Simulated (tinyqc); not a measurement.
What each parameter does: round or elliptic silicon nanowire with anisotropic valleys (Ritz method).

Wire along x = [100] on a (001) wafer, y = [010], z = [001]. Valley groups, two valleys each (w = inverse masses): A, axis along z: w_y = 1/mt, w_z = 1/ml, m_x = mt; B, axis along y: w_y = 1/ml, w_z = 1/mt, m_x = mt; C, axis along x: w_y = w_z = 1/mt, m_x = ml.

Hard wall on the ellipse (y/a)^2 + (z/b)^2 = 1, c = hbar^2/2m0. With u = y/a, v = z/b the operator is -c [(w_y/a^2) d2/du2 + (w_z/b^2) d2/dv2] on the unit disc. Basis (1 - u^2 - v^2) u^i v^j; S, X and Y are the disc integrals of f f', (df/du)(df'/du) and (df/dv)(df'/dv), from the integral of u^p v^q = 2 Gamma((p+1)/2) Gamma((q+1)/2)/((p + q + 2) Gamma((p+q+2)/2)) for even p, q; H = c (w_y X/a^2 + w_z Y/b^2).

Converged values use 21 functions of each parity class (e or o in u, then in v).

Constants: hbar^2/2m0 = 3.80998211 eV angstrom^2.

Values chosen for the exercise (near those of a Si nanowire; the results hold for these values, not for the real material):
- ml = 0.922 m0 (longitudinal mass)
- mt = 0.189 m0 (transverse mass)
- a = 28 angstrom (semi-axis along y)
- b = 16 angstrom (semi-axis along z)

Lowest level of groups A and B.

One parameter was then changed.

Results before and after:

| case | A (eV) | B (eV) | B - A (meV) |
|---|---|---|---|
| base | 0.1208 | 0.2314 | 110.6 |
| changed | 0.1073 | 0.2273 | 120.0 |

Which of these changes was made? (a) a = 31 angstrom; (b) mt = 0.17 m0; (c) b = 19 angstrom; (d) ml = 1.033 m0.

Answer: (a) a = 31 angstrom. Of the candidates, run in turn, only this one gives the changed row.

All candidates:

| case | A (eV) | B (eV) | B - A (meV) |
|---|---|---|---|
| base | 0.1208 | 0.2314 | 110.6 |
| a = 31 angstrom | 0.1073 | 0.2273 | 120.0 |
| b = 19 angstrom | 0.1070 | 0.1701 | 63.2 |
| ml = 1.033 m0 | 0.1157 | 0.2290 | 113.3 |
| mt = 0.17 m0 | 0.1290 | 0.2548 | 125.8 |

Run: tinyqc, `OMP_NUM_THREADS=1 python tinyqc.py 1252595 1252596 out.jsonl`; Intel(R) Xeon(R) Processor @ 2.30GHz, one thread, shared host; about 0.04 s of CPU time with all checks.
